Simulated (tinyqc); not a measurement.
Inside a calculation. Method: CCSD on RHF in the sto-3g basis, for H3+, spin multiplicity 1. One step of it, computed by the program tinyqc.

Task: CCSD: starting amplitudes. t_ij^ab = <ij||ab> / (e_i + e_j - e_a - e_b), whose energy is MP2.

orbital energies (hartree): [-0.957474, -0.251356, 0.002513]

Two-electron integrals over orbitals (pq|rs), unique and non-zero (hartree):
```
(11|11) 0.538047    (21|11) -0.017247   (21|21) 0.143952    (22|11) 0.494055
(22|21) 0.045058    (22|22) 0.585599    (31|11) 0.041116    (31|21) 0.002349
(31|22) -0.073059   (31|31) 0.147154    (32|11) 0.003808    (32|21) -0.111598
(32|22) -0.021566   (32|31) -0.035010   (32|32) 0.105115    (33|11) 0.545423
(33|21) -0.047985   (33|22) 0.465251    (33|31) 0.088883    (33|32) 0.019321
(33|33) 0.605922
```

Give: Starting amplitudes; correlation energy.

Result:

Starting amplitudes (spin orbitals 1a, 1b, ...; amplitudes related by a flip of all spins are not repeated):
```
from      to        t
1a 1b  2a 2b  -0.1019
1a 1b  3a 3b  -0.0766
1a 1b  2a 3b  -0.0014
```

correlation energy = -0.025958 hartree
